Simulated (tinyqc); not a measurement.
Inside a calculation. Method: coherent transport through a tight-binding region between two chains. Computed by tinyqc, a small Python program that keeps every step. Settings: temperature = 300, mu = 0.19. Command: `OMP_NUM_THREADS=1 python tinyqc.py 22891 22892 out.jsonl` (the two numbers bound the seeds that draw the settings). One thread of a shared host (Intel(R) Xeon(R) Processor @ 2.60GHz), about 0.1 s of CPU time with the checks.

## Transmission at E = 0.67 eV

H of the central region (eV):
```
[[0.0000, -1.2400, 0.0000],
 [-1.2400, 0.0000, -1.4600],
 [0.0000, -1.4600, 0.0000]]
```

Leads: semi-infinite chains with site energy 0:
```
parameter                           value
lead hopping t (eV)              2.100000
coupling to the left lead (eV)   0.850000
coupling to the right lead (eV)  0.490000
left contact site                       1
right contact site                      3
```

E = 0.6700 eV

Surface Green function g = (E - i sqrt(4 t^2 - E^2)) / (2 t^2); self-energy tc^2 g on each contact site; G = (E - H - Sigma)^(-1); Gamma = -2 Im Sigma; T = Gamma_L Gamma_R |G_LR|^2; local density of states -Im G_ii / pi.

g = 0.0760-0.4701i 1/eV

G (1/eV):
```
[[0.7230-0.2819i, 0.3706-0.0582i, -0.7841+0.2661i],
 [0.3706-0.0582i, -0.1998-0.0726i, 0.4619+0.0828i],
 [-0.7841+0.2661i, 0.4619+0.0828i, 0.4540-0.2640i]]
```

local density of states (1/eV): [0.0897, 0.0231, 0.0840]

transmission = 0.1051

## Transmission across the band

The same steps on a grid of energies.

T(E):
```
E (eV)            T
-3.990000  2.72e-05
-3.591000  1.65e-04
-3.192000    0.0007
-2.793000    0.0029
-2.394000    0.0203
-1.995000    0.7037
-1.596000    0.1168
-1.197000    0.0671
-0.798000    0.0854
-0.399000    0.2057
0.000000     0.6239
0.399000     0.2057
0.798000     0.0854
1.197000     0.0671
1.596000     0.1168
1.995000     0.7037
2.394000     0.0203
2.793000     0.0029
3.192000     0.0007
3.591000   1.65e-04
3.990000   2.72e-05
```

levels of the isolated region (eV): [-1.9155, 0.0000, 1.9155]

## Current

I = (2e/h) int T(E) [f(E - mu - V/2) - f(E - mu + V/2)] dE at 300 K with mu = 0.19 eV, the bias not changing H; 2e^2/h = 77.48092 microsiemens; the integral runs over the band on 4001 points.

Current:
```
V (volt)  I (microampere)
0.0100             0.3263
0.0500             1.6321
0.1000             3.2679
0.2000             6.5583
0.4000            13.1000
0.8000            23.6851
```
